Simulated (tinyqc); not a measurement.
Shockley-Read-Hall recombination through one deep level: sweeps and comparisons. A value that a table varies takes the place of the one given here.

One level at Et with degeneracy 1: tn = 1/(sn vth Nt), tp = 1/(sp_ vth Nt), n1 = Nc exp((Et - Eg)/kT), p1 = Nv exp(-Et/kT), ni^2 = n1 p1. Equilibrium p0 = Nm, n0 = ni^2/Nm; n = n0 + dn, p = p0 + dn. U = (n p - ni^2)/(tp (n + n1) + tn (p + p1)), lifetime dn/U; emission rates en = sn vth n1, ep = sp_ vth p1.

Constants: kB = 8.617333262e-05 eV/K.

Parameters, chosen for this exercise (gap and densities of states near those of Si at this temperature; not measured data):
- E1 = 0.351 eV (level (+1/0) above Ev)
- E2 = 0.693 eV (level (0/-1) above Ev)
- gm = 2 (degeneracy of the middle state, the others 1)
- T = 400 K
- Eg = 1.105 eV (gap)
- Nc = 4.15e+19 1/cm^3 (conduction-band density of states)
- Nv = 1.78e+19 1/cm^3 (valence-band density of states)
- Nd = -2.7e+14 1/cm^3 (ionised shallow donors minus acceptors)
- Et = 0.351 eV (recombination level above Ev)
- Nt = 5.4e+13 1/cm^3 (defects)
- sn = 2.1e-15 cm^2 (electron capture cross-section)
- sp_ = 1.3e-15 cm^2 (hole capture cross-section)
- vth = 19000000 cm/s (thermal velocity, both carriers)
- Nm = 1.2e+16 1/cm^3 (equilibrium holes for the lifetime steps)
- dn = 5.4e+12 1/cm^3 (excess pairs)

## Charge state against the Fermi level (deep level with several charge states)

Energies from Ev. The defect has charge states +1, 0, -1 with weights 1, gm exp((EF - E1)/kT), exp((2 EF - E1 - E2)/kT); the shares are the weights over their sum. Boltzmann carriers: n = Nc exp((EF - Eg)/kT), p = Nv exp(-EF/kT). Neutrality: p - n + Nd + Nt <q> = 0.

Shares:
```
EF (eV)     +1      0     -1     <q>
0.066    0.999  0.001  0.000   0.999
0.155    0.993  0.007  0.000   0.993
0.243    0.920  0.080  0.000   0.920
0.331    0.472  0.528  0.000   0.472
0.420    0.063  0.937  0.000   0.063
0.508    0.005  0.992  0.002   0.003
0.597    0.000  0.970  0.030  -0.030
0.685    0.000  0.716  0.284  -0.284
0.774    0.000  0.160  0.840  -0.840
0.862    0.000  0.015  0.985  -0.985
0.950    0.000  0.001  0.999  -0.999
1.039    0.000  0.000  1.000  -1.000
```

Where the levels are several kT apart the middle state rules between about E1 - kT ln gm = 0.327 and E2 + kT ln gm = 0.717 eV; its largest share listed is 0.992. Each step spreads from 10 % to 90 % over 4.4 kT = 0.151 eV.

## Defects against doping (deep level with several charge states)

Nt takes the listed multiples of |Nd|; the resistivity uses mobilities of 1000 (electrons) and 300 (holes) cm^2/(V s), chosen for the exercise, and e = 1.602176634e-19 C.

Neutral state:
```
Nt/|Nd|  EF (eV)  n (1/cm^3)  p (1/cm^3)  rho (ohm cm)
0.01      0.3825    3.28e+10    2.70e+14          77.1
0.10      0.3830    3.33e+10    2.66e+14          78.3
0.30      0.3842    3.44e+10    2.57e+14          80.9
0.60      0.3858    3.60e+10    2.45e+14          84.8
0.90      0.3874    3.77e+10    2.34e+14          88.8
1.10      0.3884    3.89e+10    2.27e+14          91.5
1.50      0.3904    4.12e+10    2.14e+14          97.0
3.00      0.3972    5.01e+10    1.76e+14           118
10.00     0.4188    9.38e+10    9.41e+13           220
```

EF goes from 0.383 to 0.419 eV and the resistivity from 77.1 to 220 ohm cm, with a largest value of 220. The largest move of EF, +0.022 eV, comes between Nt/|Nd| = 3 and 10; the levels lie at 0.351 and 0.693 eV. A defect can take up to one carrier of either sign, so the doping can be cancelled no earlier than Nt = |Nd|, there only if EF lies well beyond the level that takes the carriers and otherwise at larger Nt (mean charge +0.07 in the last row).

## Lifetime against injection

Recombination:
```
dn (1/cm^3)  lifetime (microsecond)  U (1/(cm^3 s))
1.0e+11                      0.4902        2.04e+17
1.0e+12                      0.4902        2.04e+18
1.0e+13                      0.4908        2.04e+19
1.0e+14                      0.4961        2.02e+20
1.0e+15                      0.5458        1.83e+21
1.0e+16                      0.8191        1.22e+22
1.0e+17                       1.136        8.80e+22
1.0e+18                       1.205        8.30e+23
```

The lifetime rises from 0.4902 to 1.205 microsecond; tn + tp = 1.214. At low injection it is tn (1 + p1/p0) + tp n1/p0 with n1/Nm = 1.1e-06 and p1/Nm = 0.056: re-emission lengthens it to 1.06 times the minority capture time. Auger and radiative paths are left out; they cut in at the highest injections, and in a doped direct-gap crystal the radiative one counts at all injections. dn = dp neglects trapped charge, which matters where the traps hold a charge comparable with dn, at low injection and with very unequal cross sections.

## Where a level does most harm

Et takes the values listed; G = Nt en ep/(en + ep) in a depleted region; the lifetime is for dn = 1e11 1/cm^3.

Results:
```
Et (eV)  lifetime (microsecond)  G (1/(cm^3 s))
0.066                       102        7.25e+12
0.155                      8.14        9.59e+13
0.243                      1.06        1.23e+15
0.331                     0.511        1.58e+16
0.420                     0.468        2.09e+17
0.508                     0.464        2.09e+18
0.597                     0.465        7.00e+17
0.685                     0.477        5.56e+16
0.774                     0.639        4.20e+15
0.862                      2.71        3.27e+14
0.950                      29.4        2.55e+13
1.039                       383        1.93e+12
```

Generation peaks where en = ep, at Eg/2 + (kT/2) ln(sp_ Nv/(sn Nc)) = 0.530 eV; the largest value listed is at 0.508 eV, and G falls by a decade for each 0.079 eV away from the peak. The lifetime is within a factor 2 of its minimum, 0.464 microsecond, from 0.331 to 0.774 eV: recombination tolerates a wide range of Et, generation a narrow one.

## What moves lifetime and leakage

G = Nt en ep/(en + ep). Each row changes one parameter from the base and keeps the others.

Results:
```
case                  lifetime (microsecond)  G (1/(cm^3 s))
base                                  0.4905        2.83e+16
Et = 0.391 eV                         0.4726        9.02e+16
sn = 4.2e-15 cm^2                     0.2454        5.66e+16
sp_ = 2.6e-15 cm^2                    0.4903        2.83e+16
Nt = 2.7e+13 1/cm^3                   0.9810        1.41e+16
Nm = 3.6e+16 1/cm^3                   0.4729        2.83e+16
dn = 1.62e+13 1/cm^3                  0.4911        2.83e+16
```

The largest shifts from the base row, up to three for each result and ties (the steps differ in size, so this ranks the rows, not the parameters). lifetime (microsecond): Nt +0.490, sn -0.245, Et -0.0179. G (1/(cm^3 s)): Et +6.19e+16, sn +2.83e+16, Nt -1.41e+16; unchanged at the printed digits by sp_, Nm and dn.

tinyqc: `OMP_NUM_THREADS=1 python tinyqc.py 1681277 1681278 out.jsonl`; about 0.01 s, one thread, shared Intel(R) Xeon(R) Processor @ 2.30GHz.
